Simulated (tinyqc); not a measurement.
Where the wafer is too thin: surface photovoltage measurement of the minority-carrier diffusion length in a wafer. Computed by tinyqc, a small Python program. Command: `OMP_NUM_THREADS=1 python tinyqc.py 3130351 3130352 out.jsonl spv walk`. One thread of a shared host (Intel(R) Xeon(R) Processor @ 2.30GHz), about 0.01 s of CPU time with the checks.

Low injection, steady light, a depletion layer much thinner than 1/alpha and L. The excess density dn is taken at the front edge of the neutral region; light that reaches the back is lost.

Inputs (values chosen for the exercise, modelled on p-type silicon at room temperature): wafer thickness W = 775 micrometre; diffusivity D = 26.8 cm^2/s; front recombination velocity S_f = 590 cm/s; back recombination velocity S_b = 5100 cm/s; photon flux entering = 7.7e+12 1/(cm^2 s).

Method:
- alpha = (84.732/lambda - 76.417)^2 per cm with lambda in micrometre (an empirical fit for silicon between 0.7 and 1.05 micrometre).
- Thick wafer: dn = Phi L/((S_f + D/L)(L + 1/alpha)). Finite wafer, with s = S_b L/D, w = W/L, a = alpha L: dn = [Phi a/(a^2 - 1)] [a - B - exp(-alpha W)(a - s)/(cosh w + s sinh w)]/(S_f + B D/L), B = (sinh w + s cosh w)/(cosh w + s sinh w).
- Readings y = (Phi/dn) (1 + noise x g) at 780, 830, 880, 920, 950, 975 and 995 nm; a least-squares line y = c (1/alpha + L_app) gives L_app = intercept/slope.
- No noise; L is varied at fixed W, and the last two columns set S_b to 0 and to 1e7 cm/s.

Apparent length (micrometre):
```
L          W/L  given S_b     S_b = 0  S_b = 1e7
38.8    19.974      38.80  3.8800e+01      38.80
77.5    10.000      77.50  7.7500e+01      77.50
155.0    5.000     154.94  1.5510e+02     154.89
232.0    3.341     230.67  2.3397e+02     229.92
388.0    1.997     366.03  4.1745e+02     359.55
620.0    1.250     498.65  7.9448e+02     479.05
1010.0   0.767     599.29  1.7559e+03     564.62
1630.0   0.475     651.60  4.0637e+03     607.41
3100.0   0.250     679.07  1.1965e+04     629.44
```

What does the comparison show, and why?

With a fast back surface L_app levels off, at 629 micrometre in the last row; with a passive one it reaches up to 3.86 times L among these rows and is 12000 in the last. All three columns are within 5 % of L down to W/L = 3.3.

Extremes, crossings and ranges named in words are read from the listed rows.
